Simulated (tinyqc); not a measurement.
# Changing the fraction x of B

Model: cluster expansion of a binary alloy: correlations, fit, cross-validation and ground states. Computed by tinyqc, a small Python program. Command: `OMP_NUM_THREADS=1 python tinyqc.py 3020749 3020750 out.jsonl clex sweep`. One thread of a shared host (Intel(R) Xeon(R) Processor @ 2.30GHz), about 0.1 s of CPU time with the checks.

s = +1 for A and -1 for B. Energy per site E = J0 + J1 P(point) + sum over clusters of m V P, with P the mean product of spins; V > 0 on a pair favours unlike neighbours. Clusters per site m: pair 1 2, pair 2 2, pair 3 2, triplet 4; the triplet is two first-neighbour bonds at a right angle. Formation energies are counted from the line between pure A and pure B, which removes J0 and J1.

Inputs (values chosen for the exercise, for a model alloy):
```
quantity                    value  unit
first-pair interaction V1    8.64   meV
second-pair interaction V2   -2.9   meV
third-pair interaction V3   -0.99   meV
triplet interaction Vt       -0.9   meV
temperature T                 460     K
```

Lattice: square.

Constants: k_B = 8.617333262e-05 eV/K.

Method. Random alloy: P(pair) = p^2, P(triplet) = p^3, p = 1 - 2x, so H_mix = (p^2 - 1) sum m V(pairs) + (p^3 - p) m Vt; G_mix = H_mix + k_B T [x ln x + (1 - x) ln(1 - x)]. To first order in 1/T the Warren-Cowley parameter of shell 1 is alpha_1 = -(1 - p^2) V_eff/(k_B T), V_eff = V1 + (number of triplets on a first-neighbour bond) p Vt, that number being 4.

One run for each value:
```
fraction x of B  mixing enthalpy H_mix (meV/site)  mixing free energy G_mix (meV/site)   alpha_1
0.05                                      -1.1894                               -9.058  -0.02588
0.15                                      -3.5598                              -20.316  -0.07874
0.25                                      -5.7750                              -28.066  -0.12942
0.35                                      -7.6622                              -33.327  -0.17355
0.45                                      -9.0486                              -36.326  -0.20679
0.55                                      -9.7614                              -37.039  -0.22477
0.75                                      -8.4750                              -30.766  -0.19753
0.85                                      -6.1302                              -22.886  -0.14358
0.95                                      -2.4206                              -10.290  -0.05694
```

Give the missing row, fraction x of B = 0.65.

Computed row:
```
fraction x of B  mixing enthalpy H_mix (meV/site)  mixing free energy G_mix (meV/site)   alpha_1
0.65                                      -9.6278                              -35.292  -0.22314
```

Interpolating between the two neighbouring rows (the first column on a logarithmic scale, the others too where they are positive) misses most in alpha_1, by 5.8 %. Over the rows, mixing enthalpy H_mix (meV/site) goes from -1.19 through a minimum among these rows, -9.76 at 0.550, to -2.42; mixing free energy G_mix (meV/site) goes from -9.06 through a minimum among these rows, -37.0 at 0.550, to -10.3; alpha_1 goes from -0.0259 through a minimum among these rows, -0.225 at 0.550, to -0.0569. Pairs alone give a parabola symmetric about x = 1/2; the triplet tilts it, and H_mix(0.25) - H_mix(0.75) = 2.70 meV.

Caution (rows 0.350, 0.450, 0.550, 0.650, 0.750): so large an alpha_1 is beyond the first-order expansion.

Extremes, crossings and ranges named in words are read from the listed rows.
